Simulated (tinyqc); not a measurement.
Solubility, supersaturation, precipitation and gettering of an impurity in a silicon-like host: one step, computed by the program tinyqc. Command: `OMP_NUM_THREADS=1 python tinyqc.py 3007785 3007786 out.jsonl ripen walk`. One thread of a shared host (Intel(R) Xeon(R) Processor @ 2.30GHz), about 0.01 s of CPU time with the checks.

The wafer was saturated at T1 and is then held at T.

Task: Segregation into a layer on one face. k = k_0 exp(E_g/(k_B T)); in equilibrium the bulk keeps C/C0 = 1/(1 + k t_g/w). For a strong sink on one face the slowest diffusion mode has tau_w = 4 w^2/(pi^2 D), and C/C0 is estimated as c_eq + (1 - c_eq)(8/pi^2) sum over odd m up to 99 of exp(-m^2 t/tau_w)/m^2. Precipitation is left out here.

Inputs (values chosen for the exercise, modelled on cobalt in silicon): temperature of saturation T1 = 1350 K; anneal temperature T = 887 K; anneal time t = 3.4 s; wafer thickness w = 200 micrometre; segregation energy E_g = 0.51 eV; segregation prefactor k_0 = 0.057; getter layer thickness t_g = 1.1 micrometre.

Gettering: segregation gettering in a layer.

D(T) = 9.650975e-07 cm^2/s

Constants: k_B = 8.617333262e-05 eV/K.

Give: segregation coefficient k; equilibrium C/C0; tau_w; mean C/C0 at t.

Result:

segregation coefficient k = 45.04

equilibrium C/C0 = 0.8015

tau_w = 168.0 s

mean C/C0 at t = 0.9797

Diffusion and capacity both matter. Caution: the barrier to homogeneous nucleation is below 35 k_B T for these inputs, so new precipitates would form and outnumber the fixed sinks assumed here.
